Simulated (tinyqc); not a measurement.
# Double-gate transistor below threshold, two-dimensional Poisson equation on a small mesh: effects of single changes

Half of a symmetric double-gate structure: row 0 is the mid-plane of the body, where the normal field vanishes. Mobile charge is neglected (subthreshold), the body is fully depleted, and potentials are counted from the intrinsic level; rows run upward to the gate, columns from source to drain.

Parameters, values chosen for the exercise; semiconductor permittivity close to that of In0.53Ga0.47As:
- T = 293 K (temperature)
- eps_r = 13.8 (relative permittivity of the semiconductor)
- eox = 9 (relative permittivity of the insulator)
- tb = 8 nm (half the body thickness)
- tox = 3.7 nm (insulator thickness)
- L = 36 nm (channel length)
- Na = 2.2e18 cm^-3 (acceptor density of the depleted body)
- Vbi = 0.58 V (potential of the source)
- Vfb = 0.14 V (gate offset)
- Vg = 0.05 V (gate voltage)
- Vd = 0.3 V (drain voltage)

Constants: q = 1.602176634e-19 C, kB = 1.380649e-23 J/K, Vt = kB T/q, eps0 = 8.8541878128e-14 F/cm where lengths are in cm. Results are converted to the units shown.

Each table varies one quantity; the others keep the values above.

## Effect of half the body thickness

Mesh: rows i = 0..12 in the semiconductor (step hs = tb/12, row 12 on the interface), then 8 step(s) ho = tox/8 up to the gate row 20; columns j = 0..80 (step hy = L/80). Box integration, divided by eps0: up_i = eps hy/h of the interval above row i, dn_i = that of the interval below (0 for row 0), lat_i = (sum of eps h/2 over the intervals above and below)/hy, s_i = -q Na w_i hy/eps0 with w_i the semiconductor height of the box (hs/2 for row 0 and the interface row, hs between, 0 in the insulator). Each free node obeys (up + dn + 2 lat) psi = up psi(above) + dn psi(below) + lat [psi(left) + psi(right)] + s. Fixed values: gate row Vg - Vfb; column 0 at Vbi and the last column at Vbi + Vd in the semiconductor, each running linearly to Vg - Vfb across the insulator. The system is solved directly. On row 0 the minimum of psi and its place come from a parabola through the three lowest nodes; barrier = Vbi - minimum, swing = Vt ln 10/(d psi/dVg), DIBL = (d psi/dVd)/(d psi/dVg) there. Lambda = pi/k with k the smallest positive root of tan(k tox) tan(k tb) = eox/eps_r.

Effect of half the body thickness:
```
tb (nm)	L/Lambda	barrier (V)	place y/L	swing (mV/decade)	DIBL (mV/V)
3.2	2.258	0.6827	0.4757	62.09	28.20
4.2	1.972	0.6748	0.4728	64.72	47.15
5.6	1.684	0.6579	0.4692	69.43	81.31
7.4	1.426	0.6303	0.4650	77.25	138.3
9.7	1.197	0.5912	0.4601	90.27	233.5
13	0.9760	0.5366	0.4535	115.8	420.1
```

Read the table: what changes, and by how much?

As tb goes from 3.2 to 13 nm, the barrier falls from 0.683 to 0.537 V, the swing rises from 62.1 to 116 mV a decade and DIBL rises from 28.2 to 420 mV/V; the ideal swing is 58.1. L/Lambda goes from 2.3 to 0.98.

## Choice of the relaxation factor

Mesh: rows i = 0..1 in the semiconductor (step hs = tb/1, row 1 on the interface), then 1 step(s) ho = tox/1 up to the gate row 2; columns j = 0..4 (step hy = L/4). Sweeps go row by row from row 0, left to right, psi(new) = psi + omega (t - psi) with t the value that solves the node equation for the newest neighbours; free nodes start at zero; stop when the largest change is below 1e-7 V.

Result of one run:
```
omega	sweeps
1.9	141
```

What becomes of these results when the relaxation factor omega is changed from 1.9 to 1.2, all else the same?

Result of the changed run:
```
omega	sweeps
1.2	12
```

The whole series:
```
omega	sweeps
1	19
1.1	14
1.2	12
1.3	15
1.4	18
1.5	23
1.6	31
1.7	44
1.8	69
1.9	141
```

Gauss-Seidel (omega = 1) takes 19 sweeps; the fewest, 12, are at omega = 1.2, and omega = 1.9 takes 141. The Jacobi matrix of this mesh has spectral radius rho = 0.6680, so theory puts the best factor at 2/(1 + sqrt(1 - rho^2)) = 1.15.

## Effect of the channel length

Same model as above.

Effect of the channel length:
```
L (nm)	L/Lambda	barrier (V)	place y/L	swing (mV/decade)	DIBL (mV/V)
24	0.9049	0.3647	0.4383	125.5	467.7
29	1.093	0.4884	0.4527	98.54	288.1
35	1.320	0.6042	0.4625	82.16	173.8
43	1.621	0.7113	0.4702	71.24	95.53
52	1.961	0.7859	0.4756	65.21	51.70
63	2.375	0.8372	0.4800	61.63	25.56
76	2.866	0.8672	0.4834	59.71	11.48
93	3.507	0.8837	0.4864	58.70	4.135
```

What does the table show?

As L goes from 24 to 93 nm, the barrier rises from 0.365 to 0.884 V, the swing falls from 125 to 58.7 mV a decade and DIBL falls from 468 to 4.13 mV/V; the ideal swing is 58.1. L/Lambda goes from 0.90 to 3.5. Between the last two rows DIBL decays with a length of 16.6 nm; 2 Lambda/pi is 16.9 nm.

Numbers from tinyqc (`OMP_NUM_THREADS=1 python tinyqc.py 2480036 2480037 out.jsonl`; about 0.1 s on one thread of a shared Intel Xeon 2.30GHz).
